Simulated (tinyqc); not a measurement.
# Ideality from Voc and Vmp

Problem. An ideal cell J = Jsc - J0 (exp(V/(n Vt)) - 1) has exp((Voc - Vmp)/(n Vt)) = 1 + Vmp/(n Vt) at maximum power. Find n, J0 and FF.

Parameters, values chosen for the exercise:
- T = 348 K (temperature)

Constants: q = 1.602176634e-19 C, kB = 1.380649e-23 J/K, Vt = kB T/q. Results are converted to the units shown.

Jsc = 24.2 mA/cm^2
Voc = 0.88617486 V
Vmp = 0.74755128 V

Answer. With a = n Vt, a ln(1 + Vmp/a) rises steadily with a, so Voc - Vmp fixes it; J0 follows from Voc.

n = 1.67
J0 = 5.00e-10 A/cm^2
FF = 0.791

Numbers from tinyqc (`OMP_NUM_THREADS=1 python tinyqc.py 2280035 2280036 out.jsonl`; about 0.01 s on one thread of a shared Intel Xeon 2.30GHz).
